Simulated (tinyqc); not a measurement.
Strained alloy layer of InAs and GaAs on (001) InP, model-solid band line-up: one step of the calculation.

The layer is x parts of the first compound and 1 - x of the second, grown coherently on the third as substrate and barrier. Rows of the table: lattice constant a, average valence level Ea on an absolute scale, spin-orbit splitting so, gaps at Gamma, X and L, hydrostatic deformation potentials av and ac (Gamma), shear potential b, elastic constants, electron and heavy-hole (along z) masses. All are interpolated linearly in x; gaps get -C x (1 - x), taken wholly in the conduction band; real line-ups can differ from this model by 0.1 eV or more.

Question. Electron to heavy-hole transition of the well. In-plane strain e = (a_substrate - a)/a, e_z = -2 (c12/c11) e, volume change 2 e + e_z. With v = 2 e + e_z and d = 2 b (e_z - e): Eav = Ea + av v; E_hh = Eav + so/3 - d/2; E_lh = Eav - so/6 + d/4 + sqrt(so^2 + so d + 9 d^2/4)/2; E_c = Ea + so/3 + EG + ac v (Gamma). Substrate: E_v = Ea + so/3, E_c = E_v + EG. Well depths: dEc = E_c(substrate) - E_c, dEhh = E_hh - E_v(substrate), dElh likewise; strained Gamma gap E_c - max(E_hh, E_lh); positive values confine carriers in the layer.

Lowest level of a finite well of width Lw and depth V: kw Lw/2 = arctan(sqrt((mw/mb)(V - E)/E)), kw = sqrt(mw E/C), C = hbar^2/(2 m0), for electrons (dEc) and heavy holes (dEhh), mb from the substrate; transition E_c - E_hh + both levels, without exciton binding; wavelength h c/E.

Values chosen for this exercise:
- x = 0.4 (fraction of the first compound in the layer)
- CG = 0.477 eV (bowing of the Gamma gap)
- CX = 1.4 eV (bowing of the X gap)
- CL = 0.33 eV (bowing of the L gap)
- Lw = 7.3 nm (layer thickness)

Constants: q = 1.602176634e-19 C, hbar = 1.054571817e-34 J s, h = 6.62607015e-34 J s, m0 = 9.1093837015e-31 kg, c = 299792458 m/s, hbar^2/(2 m0) = 0.0380998212 eV nm^2. Results are converted to the units shown.

Binary compounds, values chosen for the exercise:
```
              close to InAs  close to GaAs  close to InP
a (angstrom)          6.058          5.653         5.869
Ea (eV)               -6.67          -6.92         -7.04
so (eV)               0.381          0.345         0.111
EG (eV)               0.351           1.41          1.35
EX (eV)                1.37           1.92          2.18
EL (eV)                1.05           1.73          1.93
av (eV)                1.01           1.16          1.28
ac (eV)               -5.12           -7.1         -5.11
b (eV)                -1.81           -1.7          -1.7
c11 (GPa)              83.1            119           102
c12 (GPa)              44.9           53.1          56.5
me (m0)              0.0227         0.0674        0.0807
mh (m0)               0.331          0.355          0.53
```

Give: electron mass in the layer; heavy-hole mass in the layer; electron level; heavy-hole level; transition energy; wavelength.

Answer.

electron mass in the layer = 0.04952 m0
heavy-hole mass in the layer = 0.3454 m0
electron level = 53.80 meV
heavy-hole level = 13.90 meV
transition energy = 0.8992 eV
wavelength = 1379 nm

The light-hole band lies above the heavy-hole one here, so this need not be the lowest transition.

Numbers from tinyqc (`OMP_NUM_THREADS=1 python tinyqc.py 2690033 2690034 out.jsonl`; about 0.01 s on one thread of a shared Intel Xeon 2.30GHz).
